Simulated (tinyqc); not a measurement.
Worked calculation: bound state in one dimension: Numerov shooting, finite differences, DVR. Computed by tinyqc, a small Python program that keeps every step. Settings: points = 96. Command: `OMP_NUM_THREADS=1 python tinyqc.py 24075 24076 out.jsonl` (the two numbers bound the seeds that draw the settings). One thread of a shared host (Intel(R) Xeon(R) Processor @ 2.60GHz), about 0.01 s of CPU time with the checks.

## Numerov steps at E = 0.1

One particle of mass 1 in V = 11.23 (1 - exp(-0.5 x))^2 (atomic units), psi = 0 at both ends:

| parameter | value |
|---|---|
| left end | -1.600000 |
| right end | 7 |
| intervals | 96 |
| h | 0.089583 |
| state sought (nodes) | 2 |

k_i = 2 m (E - V_i); (1 + h^2 k_(i+1)/12) y_(i+1) = 2 (1 - 5 h^2 k_i/12) y_i - (1 + h^2 k_(i-1)/12) y_(i-1), from y_0 = 0, y_1 = 0.001.

Points along the way:

| i | x | V | k | y |
|---|---|---|---|---|
| 0 | -1.600000 | 16.866905 | -33.533810 | 0.000000 |
| 1 | -1.510417 | 14.290261 | -28.380523 | 0.001000 |
| 2 | -1.420833 | 12.026113 | -23.852226 | 0.002225 |
| 3 | -1.331250 | 10.043665 | -19.887331 | 0.003876 |
| 4 | -1.241667 | 8.314939 | -16.429879 | 0.006145 |
| 5 | -1.152083 | 6.814521 | -13.429042 | 0.009224 |
| 32 | 1.266667 | 2.472064 | -4.744129 | 0.539135 |
| 33 | 1.356250 | 2.723157 | -5.246314 | 0.634721 |
| 34 | 1.445833 | 2.974607 | -5.749215 | 0.757198 |
| 35 | 1.535417 | 3.225427 | -6.250854 | 0.914840 |
| 36 | 1.625000 | 3.474754 | -6.749507 | 1.118685 |
| 37 | 1.714583 | 3.721839 | -7.243678 | 1.383554 |

## Bisection on the node count

With more sign changes than the state has nodes (the last point included) the energy is too high, else too low; the bracket starts as 0.1 to 10.

Trials:

| trial | E | sign changes | y at the right end | next |
|---|---|---|---|---|
| 1 | 5.05000000 | 2 | 6.82e+02 | raise |
| 2 | 7.52500000 | 4 | 9.29e+00 | lower |
| 3 | 6.28750000 | 3 | -1.57e+02 | lower |
| 4 | 5.66875000 | 3 | -6.80e+02 | lower |
| 5 | 5.35937500 | 3 | -6.51e+02 | lower |
| 6 | 5.20468750 | 3 | -2.45e+02 | lower |
| 7 | 5.12734375 | 2 | 1.37e+02 | raise |
| 8 | 5.16601562 | 3 | -7.19e+01 | lower |
| 9 | 5.14667969 | 2 | 2.79e+01 | raise |
| 10 | 5.15634766 | 3 | -2.32e+01 | lower |
| 11 | 5.15151367 | 2 | 2.09e+00 | raise |
| 12 | 5.15393066 | 3 | -1.06e+01 | lower |
| 13 | 5.15272217 | 3 | -4.28e+00 | lower |
| 14 | 5.15211792 | 3 | -1.10e+00 | lower |
| ... | ... | ... | ... | ... |
| 28 | 5.15191010 | 2 | 1.77e-04 | raise |
| 29 | 5.15191012 | 2 | 7.99e-05 | raise |
| 30 | 5.15191013 | 2 | 3.13e-05 | raise |

eigenvalue = 5.15191013 hartree

## The same grid by other methods

Three-point finite differences and the sine-DVR kinetic matrix of Colbert and Miller on the same points.

Lowest levels (hartree):

| state | finite differences | DVR |
|---|---|---|
| 0 | 1.152900 | 1.154191 |
| 1 | 3.271209 | 3.276530 |
| 2 | 5.140767 | 5.151956 |
| 3 | 6.762664 | 6.779613 |
| 4 | 8.135874 | 8.156951 |
